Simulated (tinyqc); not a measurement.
Hubbard chain of 2 sites, step by step. One step of it, computed by the program tinyqc.

Problem. The many-body Hamiltonian. Basis: all placements (u, d, 2, 0 on each site), up operators ordered before down ones; hops carry the sign of the same-spin electrons passed.

one-body matrix (hopping and site energies) (eV):
```
           1          2
1  -0.900000  -1.410000
2  -1.410000   0.740000
```

U = 2.900000 eV

electrons, up and down: 1  1

Give: H.

Solution.

H (eV):
```
         20       ud       du       02
20   1.1000  -1.4100  -1.4100   0.0000
ud  -1.4100  -0.1600   0.0000  -1.4100
du  -1.4100   0.0000  -0.1600  -1.4100
02   0.0000  -1.4100  -1.4100   4.3800
```
